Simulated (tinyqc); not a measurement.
# Electron continuity equation in a given potential, Scharfetter-Gummel discretisation: error of the current against the mesh

Steady state in one dimension: J = q mu n E + q D dn/dx with E = -dpsi/dx and D = mu Vt, dJ/dx = 0, fixed densities nL and nR at the ends. The potential is given, psi = U (x/L)^2, and is not changed by the electrons.

Fluxes J_i = (q D/h)(n_(i+1) P_i - n_i Q_i), d_i = (psi_(i+1) - psi_i)/Vt: Scharfetter-Gummel P = B(d), Q = B(-d), B(d) = d/(exp(d) - 1); central P = 1 - d/2, Q = 1 + d/2; upwind P = 1 + max(-d, 0), Q = 1 + max(d, 0). Balance at each inner node: J_i - J_(i-1) = 0. The reference is Scharfetter-Gummel on 4000 intervals or more. Errors are those of J on the first interval against the reference at its midpoint; errors under 1e-6 % are printed as 0.

Inputs (values chosen for the exercise); mobility close to that of cadmium telluride at room temperature:

| symbol | value | unit | meaning |
|---|---|---|---|
| T | 300 | K | temperature |
| mu | 1020 | cm^2/(V s) | electron mobility |
| L | 0.23 | um | length of the region |
| nL | 6.9e14 | cm^-3 | density at x = 0 |
| nR | 9.4e15 | cm^-3 | density at x = L |
| U | 0.31 | V | potential difference psi(L) - psi(0) |

Constants: q = 1.602176634e-19 C, kB = 1.380649e-23 J/K, Vt = kB T/q. Results are converted to the units shown.

The same in every row: reference J (A/cm^2) = -495.2.

Result of one run:
```
N,largest |d|,SG error (%),central error (%),upwind error (%)
20,1.169,0.501,0.380,3.47
```

What becomes of these results when the number of intervals N is changed from 20 to 5, all else the same?

Result of the changed run:
```
N,largest |d|,SG error (%),central error (%),upwind error (%)
5,4.317,8.25,7.33,15.3
```

The whole series:
```
N,largest |d|,SG error (%),central error (%),upwind error (%)
5,4.317,8.25,7.33,15.3
10,2.278,2.01,1.52,7.30
20,1.169,0.501,0.380,3.47
40,0.5921,0.125,0.0951,1.68
80,0.2979,0.0312,0.0238,0.821
160,0.1494,7.79e-3,5.94e-3,0.406
```

From N = 80 to 160 the error shrinks by 4.0 (Scharfetter-Gummel), 4.0 (central), 2.0 (upwind); 4 marks second order and 2 first order. At N = 5 the errors are 8.3, 7.3 and 15 %. The central densities go negative for N = 5, 10, so its current there is not to be trusted, whatever its error.

Range of the model: The drift velocity mu E exceeds 1e7 cm/s somewhere, where real mobilities no longer stay constant.

Computed by the program tinyqc: `OMP_NUM_THREADS=1 python tinyqc.py 2220065 2220066 out.jsonl`, one thread of a shared Intel Xeon 2.30GHz, about 0.01 s for the whole run.
